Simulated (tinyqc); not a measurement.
Resistance of a tapered via with liner, size effect and interface: one step of the calculation.

A round via whose diameter grows from db at the bottom as D(z) = db + 2 z/tan(ang). The fill, of diameter D - 2 tl, starts above the bottom liner (thickness fb tl) and has rho = rho0 (1 + ks lam/(D - 2 tl)); the sidewall liner conducts in parallel with it. The bottom liner and the interface are crossed over the full area pi db^2/4. Spreading in the lines above and below is left out.

Question. Slices of the via. Slices between z0 = fb tl and hv, evaluated at their midpoints: conductance per length pi/4 [(D - 2 tl)^2/rho + (D^2 - (D - 2 tl)^2)/rl], slice resistance = slice height over that. 9 slices.

Values chosen for this exercise; fill metal close to ruthenium: diameter at the bottom db = 13 nm; height hv = 45 nm; sidewall angle ang = 85 degrees; bulk resistivity of the fill rho0 = 7.78 uohm cm; mean free path of the fill lam = 6.5 nm; size-effect factor ks = 1.5; liner on the sidewall tl = 0.3 nm; liner at the bottom over that on the sidewall fb = 0.5; resistivity of the liner rl = 440 uohm cm.

Find: z; D; rho; slice resistance.

Answer.

```
slice  z (nm)  D (nm)  rho (uohm cm)  slice resistance (ohm)
0      2.6417  13.462         13.677                  5.2302
1      7.6250  14.334         13.303                  4.4628
2      12.608  15.206         12.973                  3.8489
3      17.592  16.078         12.681                  3.3508
4      22.575  16.950         12.419                  2.9415
5      27.558  17.822         12.185                  2.6014
6      32.542  18.694         11.972                  2.3160
7      37.525  19.566         11.780                  2.0742
8      42.508  20.438         11.604                  1.8678
```

Computed by the program tinyqc: `OMP_NUM_THREADS=1 python tinyqc.py 2750206 2750207 out.jsonl`, one thread of a shared Intel Xeon 2.30GHz, about 0.01 s for the whole run.
